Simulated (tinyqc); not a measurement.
Slater-Koster d bands of an fcc metal: one step. Second moment and the rectangular band. Three cases, with inputs chosen for the exercise.

Task: mu2 = z (dds^2 + 2 ddp^2 + 2 ddd^2)/5 per orbital, with z = 12. A rectangular band with the same mu2 has width W = sqrt(12 mu2), Fermi level W (Nd/10 - 1/2) and bond energy -W Nd (10 - Nd)/20 (Friedel).

Give: mu2; W; Fermi level; bond energy per atom.

Case 1.

Values chosen (of the size met in Cu; the results hold for these values, not for the real material):
- dds = -0.372 eV (dd sigma)
- ddp = 0.171 eV (dd pi)
- ddd = -0.019 eV (dd delta)
- Nd = 9 (d electrons per atom)

Result:

mu2 = 0.4742 eV^2
W = 2.3855 eV
Fermi level = 0.9542 eV
bond energy per atom = -1.0735 eV

Case 2.

Values chosen (of the size met in Cu; the results hold for these values, not for the real material):
- dds = -0.374 eV (dd sigma)
- ddp = 0.258 eV (dd pi)
- ddd = -0.019 eV (dd delta)
- Nd = 9 (d electrons per atom)

Result:

mu2 = 0.6569 eV^2
W = 2.8077 eV
Fermi level = 1.1231 eV
bond energy per atom = -1.2635 eV

Case 3.

Values chosen (of the size met in Ni; the results hold for these values, not for the real material):
- dds = -0.443 eV (dd sigma)
- ddp = 0.261 eV (dd pi)
- ddd = -0.062 eV (dd delta)
- Nd = 8 (d electrons per atom)

Result:

mu2 = 0.8164 eV^2
W = 3.1300 eV
Fermi level = 0.9390 eV
bond energy per atom = -2.5040 eV

The bond energy is the attractive part alone; the repulsion between atoms, left out, cancels a large share of it in the cohesive energy.

Computed by tinyqc, one run a case: `OMP_NUM_THREADS=1 python tinyqc.py N N+1 out.jsonl` with N = 1451107, 1451162, 1451163; one thread of a shared Intel(R) Xeon(R) Processor @ 2.30GHz, about 0.06 s a run at most.
